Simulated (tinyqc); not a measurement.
The internal displacement: deformation potentials from a strained empirical pseudopotential.

Diamond lattice, no spin-orbit coupling. Atomic form factor V(q) = a1 (q^2 - a2)/(a3 exp(a4 q^2) - 1) in rydberg with q in 1/bohr, for the unstrained cell. Under a strain e the reciprocal vectors and k go over into (1 + e)^(-1) G, the atoms sit at +/- tau with tau = (1 + e) a (1,1,1)/8 - zeta a (eyz, ezx, exy)/4, and H(G,G') = c |k + G|^2 delta + (V(q)/det(1 + e)) cos(q.tau), q = G - G', with the term q = 0 left out; c = hbar^2/2m0. The basis is fixed before straining: all G with |k + G|^2 up to 16 (2 pi/a)^2. k is given in units of 2 pi/a of the unstrained cell.

Constants: hbar^2/2m0 = 3.80998211 eV angstrom^2; Ry = 13.60569312 eV; a0 (Bohr radius) = 0.5291772105 angstrom.

Values chosen for the exercise (out of a larger set: near those of Si; not measured data): a = 5.423 angstrom (lattice constant); A = (0.538, 2.185, 2.08, 0.488) (a1 (Ry bohr^2), a2 (1/bohr^2), a3, a4 (bohr^2)); h = 0.004 (size of the test strain).

Xu of L (level 5, the lowest empty one) and d from exy = eyz = ezx = h for several zeta: Xu = [E(L [111]) - E(L [1-1-1])]/((8/3) h), d = (single valence level - pair)/(3 sqrt(3) h). zeta = 0 strains the bonds with the lattice; zeta = 1 keeps all four bond lengths equal to first order.

Results:

| zeta | Xu (L) (eV) | d (eV) |
|---|---|---|
| 0.00 | 11.42 | 0.34 |
| 0.25 | 11.75 | -1.91 |
| 0.50 | 12.10 | -4.17 |
| 0.60 | 12.24 | -5.07 |
| 0.75 | 12.46 | -6.42 |
| 1.00 | 12.84 | -8.66 |

How do the results move, and what explains it?

From zeta = 0 to 1, d goes from 0.34 to -8.66 eV and Xu (L) from 11.42 to 12.84 eV, both nearly linearly: the displacement is an optical-phonon mode, and d = d(0) - zeta d0/4 gives its deformation potential d0 = 36 eV. Leaving the relaxation out (zeta = 0 for 0.5) moves d by +4.51 eV, which reverses its sign, and Xu (L) by -0.68 eV. Tetragonal strain has no such freedom.

Run: tinyqc, `OMP_NUM_THREADS=1 python tinyqc.py 1880993 1880994 out.jsonl`; Intel(R) Xeon(R) Processor @ 2.30GHz, one thread, shared host; about 0.2 s of CPU time with all checks.
